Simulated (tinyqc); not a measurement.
Worked calculation: concentration-dependent dopant diffusion with charged defects and the built-in field. Computed by tinyqc, a small Python program that keeps every step. Command: `OMP_NUM_THREADS=1 python tinyqc.py 3013632 3013633 out.jsonl extrinsic walk`. One thread of a shared host (Intel(R) Xeon(R) Processor @ 2.30GHz), about 0.08 s of CPU time with the checks. Intermediate numbers are printed to about 5 digits and carried at full precision; extremes and crossings named in words are read from the listed rows.

A constant source C_s feeds a half space. The dopant moves through neutral point defects and through charged ones, whose number grows with the majority carrier density n.

Inputs (values chosen for the exercise, modelled on boron in silicon):

| quantity | value | unit |
|---|---|---|
| neutral prefactor D0x | 0.0457 | cm^2/s |
| neutral activation energy E0 | 3.49 | eV |
| singly charged prefactor D01 | 1.01 | cm^2/s |
| activation energy E1 | 3.51 | eV |
| surface concentration C_s | 1.2e+20 | 1/cm^3 |
| junction level C_B | 1.6e+15 | 1/cm^3 |
| temperature T | 1025 | C |
| time t | 35 | s |

Field enhancement: on.

Constants: k_B = 8.617333262e-05 eV/K.

## Intrinsic density and partial diffusivities

n_i = 3.87e16 T^1.5 exp(-7014/T) per cm^3 (T in kelvin, an empirical form); each D = prefactor x exp(-E/(k_B T)); the intrinsic diffusivity D_i is their sum. Temperatures in kelvin are T(C) + 273.15.

n_i = 8.1503e+18 1/cm^3

partial diffusivities (cm^2/s): Dx 1.2905e-15, D1 2.3852e-14

intrinsic diffusivity D_i = 2.5143e-14 cm^2/s

## Diffusivity at the surface

n = C/2 + sqrt(C^2/4 + n_i^2); D(C) = h [Dx + D1 (n/n_i)], h = 1 + C/sqrt(C^2 + 4 n_i^2).

n/n_i = 14.791

field factor h = 1.9909

surface diffusivity D_s = 7.0495e-13 cm^2/s

enhancement D_s/D_i = 28.038

C_s is 14.7 times n_i: diffusion is extrinsic near the surface. At such a C_s dopants can cluster or exceed their solubility, which the model leaves out.

## Similarity solution

With y = x/sqrt(D_s t), u = C/C_s and q = -(D/D_s) du/dy: du/dy = -q D_s/D, dq/dy = -(y/2) q D_s/D, u(0) = 1. The surface flux q(0) is shot so that u tends to 0 (LSODA, an adaptive multistep solver, relative tolerance 1e-10). Dose Q = 2 q(0) C_s sqrt(D_s t). The junction lies where C = C_B.

surface flux q(0) = 0.44478

dose Q = 5.3024e+14 1/cm^2

junction in units of sqrt(D_s t) = 1.9285

junction depth x_j = 95.794 nm

For a constant D, q(0) = 1/sqrt(pi) = 0.5642; for D proportional to C it tends to 0.444, with the front at y = 1.616. Caution: at such concentrations dopants can cluster or exceed their solubility; the active fraction and the diffusivity then fall below the model.

## Where the concentration falls to given levels

For comparison, erfc profiles with a constant D: x = 2 sqrt(D t) erfc^-1(C/C_s), with D = D_i and D = D_s.

Depth (nm):

| C/C_s | D/D_s | full | erfc with D_i | erfc with D_s |
|---|---|---|---|---|
| 8.00e-01 | 0.80074 | 20.425 | 3.361 | 17.80 |
| 5.00e-01 | 0.50192 | 45.902 | 8.948 | 47.38 |
| 2.00e-01 | 0.20441 | 67.480 | 17.002 | 90.03 |
| 1.00e-01 | 0.10951 | 74.225 | 21.821 | 115.55 |
| 3.00e-02 | 0.05343 | 79.751 | 28.789 | 152.44 |
| 1.00e-02 | 0.04106 | 82.732 | 34.172 | 180.95 |
| 1.00e-03 | 0.03618 | 87.647 | 43.654 | 231.15 |
| 1.00e-04 | 0.03572 | 92.088 | 51.614 | 273.30 |

The depth between C/C_s = 0.1 and 1e-4 spans 17.9 nm in the full profile, against 29.8 nm for D_i and 158 nm for D_s; the ratio of the depths at 1e-4 and at 0.5 is 2.01, against 5.77 for any erfc. The profile is box-like: fast diffusion in the heavily doped part feeds a front that moves slowly where D drops to D_i. Caution: at such a C_s dopants can cluster or exceed their solubility, which the model leaves out.

Checks made by the program: dose from the flux against the area under the profile (relative difference 2e-08).
